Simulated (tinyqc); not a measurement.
# Worked calculation: undoped symmetric double-gate MOSFET, analytic potential model

Computed by the program tinyqc: `OMP_NUM_THREADS=1 python tinyqc.py 2440117 2440118 out.jsonl`, one thread of a shared Intel Xeon 2.30GHz, about 0.03 s for the whole run. Printed values are rounded.

An undoped body of thickness ts between two equal insulators and tied gates; long channel, electrons only, n = ni exp((psi - V)/Vt) with V the quasi-Fermi potential (0 at the source, Vd at the drain), constant mobility, no quantisation. Across the body psi(x) = V - 2 Vt ln[(ts/(2 beta)) sqrt(q ni/(2 eps0 eps_r Vt)) cos(2 beta x/ts)], x from the centre. Q is the electron charge per area of the whole body.

Inputs (values chosen for the exercise); material values close to those of silicon: temperature T = 400 K; band gap Eg = 1.14 eV; relative permittivity of the semiconductor eps_r = 11.8; conduction-band density of states at T Nc = 4.3e19 cm^-3; valence-band density of states at T Nv = 4.13e19 cm^-3; relative permittivity of the gate insulator eox = 22.6; insulator thickness tox = 3.9 nm; body thickness ts = 20 nm; gate work function less that of the intrinsic body dphi = 0.14 V; channel mobility mu = 140 cm^2/(V s); gate length L = 0.2 um; gate voltage Vg = 0.46 V; drain voltage Vd = 0.5 V.

Constants: q = 1.602176634e-19 C, kB = 1.380649e-23 J/K, Vt = kB T/q, eps0 = 8.8541878128e-14 F/cm where lengths are in cm. Results are converted to the units shown.

## Constants of the body

ni = sqrt(Nc Nv) exp(-Eg/(2 Vt)), Eg in volts; r = eps_r tox/(eox ts); V0 = dphi + 2 Vt ln[(2/ts) sqrt(2 eps0 eps_r Vt/(q ni))].

ni = 2.77348e12 cm^-3
r = 0.101814
V0 = 0.553491 V

## Iteration 1: beta at the source by Newton steps in z = ln(tan beta)

z at the start = -1

With V = 0, t = exp(z), beta = arctan(t): f = ln(beta) + (1/2) ln(1 + t^2) + 2 r beta t - (Vg - V0)/(2 Vt); with c = t/(1 + t^2), df/dz = c/beta + t c + 2 r t (c + beta); z(new) = z - f/(df/dz).

beta = 0.352513
f = 0.403353
df/dz = 1.08907
z after iteration 1 = -1.37036

## Iteration 2: beta at the source by Newton steps in z = ln(tan beta)

As before.

beta = 0.248754
f = 0.00898635
df/dz = 1.04508
z after iteration 2 = -1.37896

## Course of the iteration: beta at the source by Newton steps in z = ln(tan beta)

Stop when z changes by less than 1e-11, or after 60 iterations.

Course of the iteration:
```
iteration         z  |change|
1          -1.37036     0.370
2          -1.37896   8.60e-3
3          -1.37896   3.00e-6
4          -1.37896  3.60e-13
```

Converged in 4 iterations. At the end the number of correct digits about doubles with each step.

## Charges and drain current

beta_s = 0.246709
beta_d = 1.82461e-4

beta (between 0 and pi/2) solves (Vg - V0 - V)/(2 Vt) = ln(beta) - ln(cos beta) + 2 r beta tan(beta). Q = 8 eps0 eps_r Vt beta tan(beta)/ts; I = mu (1/L)(4 eps0 eps_r/ts)(2 Vt)^2 [g(beta_s) - g(beta_d)] per width, g = beta tan(beta) - beta^2/2 + r beta^2 tan^2(beta), with beta_s at V = 0 and beta_d at V = Vd.

Qs = 8.95018 nC/cm^2
Qd = 4.79585e-6 nC/cm^2
g(beta_s) = 0.0320913
g(beta_d) = 1.66461e-8
I = 0.223086 uA/um

The term r beta^2 tan^2(beta), which gives the square law, makes up 1.22 % of g at the source.

## Potential and electron density across the body at the source

x/ts, point 0 to 6: 0  0.1  0.2  0.3  0.4  0.45  0.5

psi(x) as above with V = 0 and beta = beta_s; n = ni exp(psi/Vt).

```
point   psi (V)   n (cm^-3)
0      0.317008  2.73623e16
1      0.317092  2.74290e16
2      0.317344  2.76305e16
3      0.317766  2.79707e16
4      0.318360  2.84565e16
5      0.318722  2.87569e16
6      0.319128  2.90977e16
```

The density at the surface is 1.06 times that at the centre (1/cos^2 beta).
